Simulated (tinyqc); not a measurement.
A ladder of methods, and size consistency: correlation methods against full CI in the 6-311g basis, for H2, spin multiplicity 1. Computed by the program tinyqc with PySCF. All electrons correlated; +Q is the Davidson correction (1 - c0^2) E_corr. The last columns treat two copies 100 angstrom apart as one system. FCI is the lowest singlet.

Geometry (angstrom):
```
atom       x       y       z
H     0.0000  0.0000  0.0000
H     0.0000  0.0000  0.6600
```

RHF energy of one = -1.123746 hartree

Correlation energies (hartree):
```
method   E_corr of one  share of FCI (%)  E_corr of two at 100 angstrom  two minus twice one (mhartree)
MP2           -0.01733            72.018                       -0.03467                           0.000
CISD          -0.02407           100.000                       -0.04755                           0.584
CISD+Q        -0.02437           101.245                       -0.04869                           0.046
CCSD          -0.02407           100.000                       -0.04814                           0.000
CCSD(T)       -0.02407           100.000                       -0.04814                           0.000
FCI           -0.02407           100.000                              -                               -
```

What does the comparison show, and why?

MP2 recovers 72 %, CISD 100.0 % and CCSD 100.0 % of the FCI value (c0^2 = 0.988 in CISD). MP2 and coupled cluster are size consistent, so their last column vanishes; CISD loses 0.58 mhartree, since a double excitation on each copy is a quadruple of the pair, and the Davidson correction leaves +0.05. With two electrons, or one virtual orbital, CISD and CCSD are exact for one copy, so +Q overshoots there.
